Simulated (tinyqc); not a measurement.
Elastic strain and critical thickness of a cubic alloy layer A(1-x)B(x) on a thick substrate: one step, computed by the program tinyqc.

Strain is positive in tension. The layer is coherent with the substrate unless said otherwise.

Question. Symmetric X-ray reflection. Reflection 004: d = a_perp/sqrt(16), with a_perp = a (1 + e_perp) for the coherent layer, a for the relaxed layer and a_S for the substrate; sin(theta) = lambda/(2 d).

Inputs (values chosen for the exercise, for a model alloy): substrate lattice constant a_S = 5.658 angstrom; X-ray wavelength = 1.540593 angstrom.

Growth plane: (001).

free lattice constant a = 5.52624 angstrom

normal strain e_perp = -0.02265917

Give: Bragg angles; peak separation of the coherent layer.

Answer.

Bragg angles:
```
crystal         a_perp (angstrom)  theta (degrees)  from substrate (arcsec)
substrate                   5.658            33.00                        0
coherent layer              5.401            34.78                     6438
relaxed layer               5.526            33.89                     3209
```

peak separation of the coherent layer = 6438 arcsec

Caution: above about 2 % misfit, linear elasticity is rough and compressed layers tend to form islands before dislocations.
